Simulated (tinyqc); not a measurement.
Eight-band Kane k.p model with strain: one step. Strain of a layer grown coherently on a (110) face. Two cases, with inputs chosen for the exercise.

Question. e_par = (a_sub - a)/a in the plane; no stress along the normal: e_perp = -(C11 + 3 C12 - 2 C44)/(C11 + C12 + 2 C44) e_par; exx = eyy = (e_par + e_perp)/2, ezz = e_par, exy = (e_perp - e_par)/2, eyz = ezx = 0.

Case 1.

Values chosen (near those of GaAs; not measured data): a = 5.653 angstrom (lattice constant); a_sub = 5.695 angstrom (lattice constant of the substrate); C11 = 121.1 GPa; C12 = 56.5 GPa; C44 = 60.2 GPa; face = 110 (growth face).

Case 2.

Values chosen (near those of GaAs; not measured data): a = 5.681 angstrom (lattice constant); a_sub = 5.64 angstrom (lattice constant of the substrate); C11 = 125.2 GPa; C12 = 57.7 GPa; C44 = 57.2 GPa; face = 110 (growth face).

Give: e_par; e_perp; strain tensor in the cubic axes.

Answer.

Case 1.

e_par = 0.007430
e_perp = -0.004243

strain tensor in the cubic axes:
```
,x,y,z
x,0.001593,-0.005837,0.000000
y,-0.005837,0.001593,0.000000
z,0.000000,0.000000,0.007430
```

The layer is under tension in the plane; its volume changes by +1.062 %.

Case 2.

e_par = -0.007217
e_perp = 0.004464

strain tensor in the cubic axes:
```
,x,y,z
x,-0.001376,0.005841,0.000000
y,0.005841,-0.001376,0.000000
z,0.000000,0.000000,-0.007217
```

The layer is under compression in the plane; its volume changes by -0.997 %.

Computed by tinyqc, one run a case: `OMP_NUM_THREADS=1 python tinyqc.py N N+1 out.jsonl` with N = 1081030, 1081211; one thread of a shared Intel(R) Xeon(R) Processor @ 2.30GHz, about 0.09 s a run at most.
